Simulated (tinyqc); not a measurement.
Nanosheet or nanowire with hard walls, valleys of the Si type: one step. Modes, density and velocity at zero temperature. Three cases, with inputs chosen for the exercise.

Task: With EF = E_lowest + dE, each subband below EF has k_F = sqrt(m_x (EF - E)/c), carries n = 2 g k_F/pi electrons per length (spin included), moves at v = 2 c k_F/(hbar m_x) and adds 2 g e^2/h to the ballistic conductance; c = hbar^2/2m0, 1 angstrom/s = 1e-8 cm/s.

Constants: hbar^2/2m0 = 3.80998211 eV angstrom^2; hbar = 6.58211957e-16 eV s; e^2/h = 3.874045865e-05 S.

Case 1.

Values chosen (out of a larger set: near those of Si; not measured data): dE = 0.092 eV (EF above the lowest subband edge).

Subbands:
```
label  valleys g  m_x (m0)    E (eV)
A1             2  0.191000  0.043008
A2             2  0.191000  0.053703
A3             2  0.191000  0.071528
A4             2  0.191000  0.096483
A5             2  0.191000  0.128567
A6             2  0.191000  0.161338
A7             2  0.191000  0.167782
A8             2  0.191000  0.172033
A9             2  0.191000  0.189858
B1             4  0.561000  0.194408
```

Case 2.

Values chosen (out of a larger set: near those of Si; not measured data): dE = 0.082 eV (EF above the lowest subband edge).

Subbands:
```
label  valleys g  m_x (m0)    E (eV)
A1             2  0.188000  0.022154
A2             2  0.188000  0.050211
B1             4  0.555500  0.053622
A3             2  0.188000  0.060557
B2             4  0.555500  0.076734
A4             2  0.188000  0.088615
A5             2  0.188000  0.096975
B3             4  0.555500  0.115255
A6             2  0.188000  0.124562
A7             2  0.188000  0.135378
```

Case 3.

Values chosen (out of a larger set: near those of Si; not measured data): dE = 0.088 eV (EF above the lowest subband edge).

Subbands:
```
label  valleys g  m_x (m0)    E (eV)
A1             2  0.193000  0.048880
A2             2  0.193000  0.074858
A3             2  0.193000  0.118155
A4             2  0.193000  0.169543
A5             2  0.193000  0.178770
B1             4  0.553000  0.195513
A6             2  0.193000  0.195521
B2             4  0.553000  0.211247
B3             4  0.553000  0.237472
A7             2  0.193000  0.238817
```

Give: Occupied subbands; total n; ballistic conductance.

Result:

Case 1.

Occupied subbands:
```
label  k_F (1/angstrom)  n (1/nm)  v (1e7 cm/s)
A1               0.0679     0.865          4.12
A2               0.0638     0.813          3.87
A3               0.0564     0.718          3.42
A4               0.0439     0.560          2.66
A5               0.0180     0.229          1.09
```

total n = 3.184 1/nm
ballistic conductance = 774.8 microsiemens

EF lies below the last listed level, so the count is complete for these valleys (other families, and non-parabolicity above about 0.2 eV, are left out): 5 subbands with 10 valley modes. The Fermi velocity, averaged with the densities as weights, is 3.42 x 1e7 cm/s; the mean over all filled states moving one way is half of it.

Case 2.

Occupied subbands:
```
label  k_F (1/angstrom)  n (1/nm)  v (1e7 cm/s)
A1               0.0636     0.810          3.92
A2               0.0516     0.657          3.18
B1               0.0858     2.186          1.79
A3               0.0464     0.591          2.86
B2               0.0632     1.610          1.32
A4               0.0277     0.353          1.71
A5               0.0188     0.240          1.16
```

total n = 6.445 1/nm
ballistic conductance = 1394.7 microsiemens

EF lies below the last listed level, so the count is complete for these valleys (other families, and non-parabolicity above about 0.2 eV, are left out): 7 subbands with 18 valley modes. The Fermi velocity, averaged with the densities as weights, is 2.15 x 1e7 cm/s; the mean over all filled states moving one way is half of it.

Case 3.

Occupied subbands:
```
label  k_F (1/angstrom)  n (1/nm)  v (1e7 cm/s)
A1               0.0668     0.850          4.00
A2               0.0561     0.714          3.36
A3               0.0308     0.392          1.85
```

total n = 1.956 1/nm
ballistic conductance = 464.9 microsiemens

EF lies below the last listed level, so the count is complete for these valleys (other families, and non-parabolicity above about 0.2 eV, are left out): 3 subbands with 6 valley modes. The Fermi velocity, averaged with the densities as weights, is 3.34 x 1e7 cm/s; the mean over all filled states moving one way is half of it.

Computed by tinyqc, one run a case: `OMP_NUM_THREADS=1 python tinyqc.py N N+1 out.jsonl` with N = 1252704, 1280801, 1280913; one thread of a shared Intel(R) Xeon(R) Processor @ 2.30GHz, about 0.04 s a run at most.
